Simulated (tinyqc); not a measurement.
Band-to-band tunnelling across a p-n junction in a two-band chain: one step. WKB for the same field. Two cases, with inputs chosen for the exercise.

Problem. T = exp(-2 I/F), I = integral of q de across the gap. Continuum: q = sqrt(Eg^2/4 - e^2)/(t a), I = pi Eg^2/(8 t a). Lattice: q from the cosh formula, 12 Gauss-Legendre points in u with e = (Eg/2) sin(u), u from -pi/2 to pi/2. F in V/angstrom is the value in MV/cm over 100.

Sites alternate A at -Eg/2 and C at +Eg/2 with hopping -t; near the edges, with k counted from the zone boundary pi/a, E^2 = (Eg/2)^2 + (t a k)^2, so t = sqrt(c Eg/m)/a gives the mass m, c = hbar^2/2m0. In the gap cosh(q a) = 1 + (Eg^2/4 - e^2)/(2 t^2), e the energy from the local mid-gap. The potential is V0 = Eg + ov on the p side (left), 0 on the n side, and falls linearly over the 2N sites of the junction, V_j = V0 (1 - j/(2N + 1)), j = 1 to 2N, site 1 being A. E = Eg/2 + x ov. A half chain that ends on a site of level e1 with neighbour e2 has g = (1 + z)/(E - e1), z = exp(-/+ i k a) the root with Im g < 0, cos(k a) = (E - e1)(E - e2)/(2 t^2) - 1. S_L = t^2 g (ending on C, shifted by V0), S_R = t^2 g (starting on A). T = 4 Im(S_L) Im(S_R) |G_(1,2N)|^2.

Constants: hbar^2/2m0 = 3.80998211 eV angstrom^2.

Case 1.

Values chosen (gap and mass near those of InSb; not measured data): Eg = 0.189 eV (gap); m = 0.0141 m0 (mass of electron and light hole); a = 4 angstrom (period (two sites)); ov = 0.12 eV (overlap: top of the valence band on the p side above the conduction edge on the n side).

F = 2.20714 MV/cm

Case 2.

Values chosen (gap and mass near those of InGaAs; not measured data): Eg = 0.728 eV (gap); m = 0.0441 m0 (mass of electron and light hole); a = 6 angstrom (period (two sites)); ov = 0.22 eV (overlap: top of the valence band on the p side above the conduction edge on the n side).

F = 2.87273 MV/cm

Give: I; T by WKB.

Solution.

Case 1.

I (eV/angstrom): continuum 0.001963, lattice 0.001963

T by WKB: continuum 0.8371, lattice 0.8371

The chain gives 0.5793, 0.692 times the lattice WKB value; the exponent is only 0.18, and reflections at the two kinks of the potential count.

Case 2.

I (eV/angstrom): continuum 0.026243, lattice 0.026181

T by WKB: continuum 0.1609, lattice 0.1616

The chain gives 0.1940, 1.201 times the lattice WKB value; the exponent is only 1.82, and reflections at the two kinks of the potential count.

Computed by tinyqc, one run a case: `OMP_NUM_THREADS=1 python tinyqc.py N N+1 out.jsonl` with N = 1481783, 1481993; one thread of a shared Intel(R) Xeon(R) Processor @ 2.30GHz, about 0.01 s a run at most.
